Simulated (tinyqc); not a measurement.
Inside a calculation. Method: power iteration on a symmetric matrix. One step of it, computed by the program tinyqc.

Task: Step 2. w = (A - shift) v; v' = w/|w| with its largest component positive (the first on a tie); lambda = v'^T A v'.

A:
```
[[0.249000, -0.385000, -1.324000, -0.599000, 0.174000],
 [-0.385000, 0.812000, 0.228000, -0.731000, -0.099000],
 [-1.324000, 0.228000, 0.962000, 0.486000, -0.029000],
 [-0.599000, -0.731000, 0.486000, 3.548000, -0.861000],
 [0.174000, -0.099000, -0.029000, -0.861000, 4.082000]]
```

vector after step 1: [0.711828, 0.282472, 0.157431, -0.224220, -0.581766]

shift = 0.950000

Give: vector after step 2; Rayleigh quotient after step 2.

Result:

vector after step 2: [0.3765, 0.0268, 0.4656, 0.3068, 0.7394]

Rayleigh quotient after step 2 = 2.0143
